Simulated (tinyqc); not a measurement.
Inside a calculation. Method: plane-wave Kohn-Sham cycle with exchange-only LDA in a layered model solid. One step of it, computed by the program tinyqc.

Question. Iteration 2: levels at that k. Diagonalise the Hermitian matrix.

H (hartree), lower triangle:
```
           -2         -1         +0         +1        +2
-2   0.117550
-1  -0.067247  -0.089788
+0  -0.047776  -0.067247  -0.158900
+1  -0.000048  -0.047776  -0.067247  -0.089788
+2  -0.000020  -0.000048  -0.047776  -0.067247  0.117550
```

Give: eigenvalues.

Answer.

eigenvalues (hartree): -0.2675  -0.0665  -0.0527  0.1412  0.1421
